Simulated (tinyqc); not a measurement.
Inside a calculation. Model: free and trapped electrons in a MOS channel with a dense trap tail.

Computed by the program tinyqc: `OMP_NUM_THREADS=1 python tinyqc.py 2222160 2222161 out.jsonl`, one thread of a shared Intel Xeon 2.30GHz, about 0.02 s for the whole run. Printed values are rounded.

p-type body, charge-sheet picture, full ionisation (an idealisation for deep acceptors), Boltzmann statistics for free electrons. e = Ec - EF at the surface. Acceptor-like traps of density D(E) = D0 + De exp(-E/Ew) at depth E below Ec, from 0 to Eu, hold n_t = integral of D(E)/(1 + exp((e - E)/Vt)). psi = Eg - Vt ln(Nv/Na) - e; N_dep = sqrt(2 eps0 eps_r Na (psi - Vt)/q); n_f = sqrt(N_dep^2 + 2 eps0 eps_r Vt Nc exp(-e/Vt)/q) - N_dep; Vg = Vfb + psi + q (N_dep + n_t + n_f)/Cox, Cox = eps0 eox/tox.

Values chosen for this exercise; band and dielectric values close to those of 4H silicon carbide: temperature T = 250 K; band gap Eg = 3.25 eV; relative permittivity eps_r = 9.71; conduction-band density of states at T Nc = 1.31e19 cm^-3; valence-band density of states at T Nv = 1.91e19 cm^-3; relative permittivity of the insulator eox = 3.9; insulator thickness tox = 63 nm; acceptor density Na = 2.3e16 cm^-3; flat-band voltage without trapped charge Vfb = -2.92 V; constant background density of acceptor-like traps D0 = 1.1e10 cm^-2 eV^-1; density of the tail at the conduction edge De = 3.2e13 cm^-2 eV^-1; decay energy of the tail Ew = 0.13 eV; depth below Ec down to which the traps reach Eu = 0.96 eV; mobility of free electrons mf = 110 cm^2/(V s); Ec - EF at the surface e = 0.076 eV.

Constants: q = 1.602176634e-19 C, kB = 1.380649e-23 J/K, Vt = kB T/q, eps0 = 8.8541878128e-14 F/cm where lengths are in cm. Results are converted to the units shown.

## Trapped charge

Trapezoid rule on 16 equal steps from 0 to Eu, f = 1/(1 + exp((e - E)/Vt)).

```
point  E (eV)  D(E) f (cm^-2 eV^-1)
0           0           9.133454e11
1        0.06           6.506692e12
2        0.12           1.126337e13
3        0.18           7.960704e12
4        0.24           5.059478e12
5         0.3           3.194601e12
6        0.36           2.017723e12
7        0.42           1.275866e12
8        0.48           8.082621e11
9        0.54           5.135248e11
10        0.6           3.277480e11
11       0.66           2.106505e11
12       0.72           1.368423e11
13       0.78           9.032007e10
14       0.84           6.099649e10
15        0.9           4.251344e10
16       0.96           3.086334e10
```

n_t = 2.396484e12 cm^-2

With 1600 steps n_t = 2.410e12 cm^-2; the coarse value is 0.55 % below it.

## Charges and gate voltage

psi, N_dep, n_f and Vg as defined, with the n_t given; free share n_f/(n_f + n_t); apparent mobility mf n_f/(n_f + n_t); gate voltage spent on traps q n_t/Cox.

psi = 3.029187 V
N_dep = 8.616301e11 cm^-2
n_f = 5.016112e10 cm^-2
Vg = 9.779471 V
free share = 2.050200 %
apparent mobility = 2.255220 cm^2/(V s)
gate voltage spent on traps = 7.005065 V
